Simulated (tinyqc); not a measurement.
Gate work function from the charge.

Question. For an undoped double gate, Q = 8 eps0 eps_r Vt beta tan(beta)/ts with 0 < beta < pi/2, and at the source (Vg - dphi)/(2 Vt) - ln[(2/ts) sqrt(2 eps0 eps_r Vt/(q ni))] = ln(beta) - ln(cos beta) + 2 r beta tan(beta), r = eps_r tox/(eox ts). Find beta and dphi.

Inputs (values chosen for the exercise); material values close to those of silicon: temperature T = 300 K; relative permittivity of the semiconductor eps_r = 11.6; relative permittivity of the gate insulator eox = 24.3; insulator thickness tox = 7.8 nm; body thickness ts = 25 nm; gate voltage Vg = 1.11 V.

Constants: q = 1.602176634e-19 C, kB = 1.380649e-23 J/K, Vt = kB T/q, eps0 = 8.8541878128e-14 F/cm where lengths are in cm. Results are converted to the units shown.

Qs = 2143.6632 nC/cm^2
ni = 7.2501663e9 cm^-3

Solution. beta tan(beta) rises from 0 without bound on the interval, so the charge fixes beta; the second relation is then explicit in dphi. At this charge the surface density passes 0.3 Nc, so the classical Boltzmann model is only formal.

beta = 1.51
dphi = 0.110 V

Computed by the program tinyqc: `OMP_NUM_THREADS=1 python tinyqc.py 2440130 2440131 out.jsonl`, one thread of a shared Intel Xeon 2.30GHz, about 0.01 s for the whole run.
